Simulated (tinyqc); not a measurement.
# Read current of a NAND string, cells in series solved by shooting: effects of single changes

Cells in series, numbered from 0 at the source line (0 V) to the bit line, each followed by a gap resistance Rg. A cell with gate Vg, threshold VT, source Vs and drain Vd passes I = 2 nf K Vt^2 [F(Vs) - F(Vd)]/(1 + th max(Vg - VT, 0)), F(V) = ln^2(1 + exp((Vg - VT - nf V)/(2 nf Vt))). The selected cell has Vg = Vr, the others Vg = Vp.

Inputs (values chosen for the exercise); values of the order met in vertical NAND strings:
```
symbol  value    unit                                 meaning
T         300       K                             temperature
K          23  uA/V^2                   gain factor of a cell
nf        1.3                                    slope factor
th       0.07     1/V               mobility reduction factor
Rg        3.8    kohm     resistance of the gap between cells
Vbl       0.3       V                        bit-line voltage
Vp        6.6       V                            pass voltage
Ve       -0.6       V             threshold of an erased cell
Vh        4.3       V          threshold of the highest state
Vx        1.9       V          threshold of the selected cell
Is         20      nA                         sensing current
Vr       3.02       V  read voltage on the selected word line
```

Constants: q = 1.602176634e-19 C, kB = 1.380649e-23 J/K, Vt = kB T/q. Results are converted to the units shown.

Each table varies one quantity; the others keep the values above.

## Read current against the number of cells

For a trial current I start at 0 V and, cell by cell, solve for the drain: sqrt(F(Vd)) = sqrt(F(Vs) - I/k), k = 2 nf K Vt^2/(1 + th max(Vg - VT, 0)), Vd = [Vg - VT - 2 nf Vt ln(exp(sqrt F) - 1)]/nf, then add I Rg. The string current is the I for which the last node reaches Vbl. The apparent threshold is the Vr at which I = Is. Background: all other cells erased (VT = Ve) or all in the highest state (VT = Vh); ratio and shift are high over erased and high minus erased. The selected cell is in the middle, cell n/2.

Read current against the number of cells:
```
n	I, others erased (uA)	I, others high (uA)	ratio	apparent VT, erased (V)	apparent VT, high (V)	background shift (mV)
8	2.042	1.204	0.5897	1.903	1.905	1.344
16	1.192	0.6368	0.5343	1.905	1.907	2.690
32	0.6497	0.3277	0.5043	1.907	1.913	5.390
64	0.3401	0.1662	0.4887	1.913	1.923	10.82
96	0.2304	0.1114	0.4834	1.918	1.934	16.29
128	0.1742	0.08372	0.4807	1.923	1.945	21.81
192	0.1170	0.05595	0.4781	1.934	1.967	33.00
```

What does the comparison show?

With erased neighbours the current falls from 2.04 to 0.117 uA, as n^(-0.78) between the first two rows and n^(-0.98) between the last two (-1 once the series resistance rules). The ratio falls from 0.590 to 0.478 and the background shift rises from 1.34 to 33.0 mV.

## Effect of the bit-line voltage

Same model as above.

The string has 64 cells and the selected one is cell 32.

Effect of the bit-line voltage:
```
Vbl (V)	I, others erased (uA)	I, others high (uA)	ratio	apparent VT, erased (V)	apparent VT, high (V)	background shift (mV)
0.1	0.1156	0.05846	0.5057	1.916	1.930	13.91
0.2	0.2290	0.1139	0.4973	1.913	1.924	10.90
0.3	0.3401	0.1662	0.4887	1.913	1.923	10.82
0.4	0.4488	0.2154	0.4800	1.913	1.923	10.82
0.5	0.5548	0.2614	0.4712	1.913	1.923	10.82
0.6	0.6578	0.3041	0.4623	1.913	1.923	10.82
0.7	0.7576	0.3435	0.4533	1.913	1.923	10.82
0.8	0.8536	0.3794	0.4445	1.913	1.923	10.82
```

What does the table show?

As Vbl goes from 0.1 to 0.8 V, the current with erased neighbours rises from 0.116 to 0.854 uA, that with high neighbours rises from 0.0585 to 0.379 uA and the ratio falls from 0.506 to 0.444. The background shift falls from 13.9 to 10.8 mV.

Computed by the program tinyqc: `OMP_NUM_THREADS=1 python tinyqc.py 2142188 2142189 out.jsonl`, one thread of a shared Intel Xeon 2.30GHz, about 0.6 s for the whole run.
